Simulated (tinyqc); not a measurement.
Hot electrons in a saturated n-channel MOSFET, lucky-electron model: one step of the calculation.

Beyond pinch-off the lateral field grows as Esat cosh(y/l) over the velocity-saturated region (pseudo-two-dimensional model). Impact ionisation in this region gives the substrate current, which biases the body forward through Rsub. Currents are per width. Local-field laws: they overstate ionisation when the field peak is narrower than an energy relaxation length.

Task. Gate current, lifetime and channel shortening. Ig = Cg Id exp(-pb/(lm Em)); lifetime tau = (Hl/Id)(Isub/Id)^(-m); length of the saturated region dL = l ln[(dV/l + Em)/Esat]. 1 year = 3.15576e7 s.

Inputs (values chosen for the exercise); values close to those of silicon n-channel devices:
- lm = 9.9 nm (hot-electron mean free path)
- pb = 3.2 V (oxide barrier)
- Cg = 0.0018 (prefactor of the gate current)
- m = 3.2 (lifetime exponent)
- Hl = 4100 s uA/um (lifetime constant)

Id = 53.298392 uA/um
dV = 2.5187296 V
Em = 0.24640816 MV/cm
Isub = 0.23774862 uA/um
l = 105.07140 nm
Esat = 0.057037037 MV/cm

Wanted: Isub/Id; Ig; tau; dL.

Result.

Isub/Id = 0.004461
Ig = 0.1928 pA/um
tau = 81.07 years
dL = 225.1 nm

The lifetime exceeds ten years.

Numbers from tinyqc (`OMP_NUM_THREADS=1 python tinyqc.py 2550038 2550039 out.jsonl`; about 0.01 s on one thread of a shared Intel Xeon 2.30GHz).
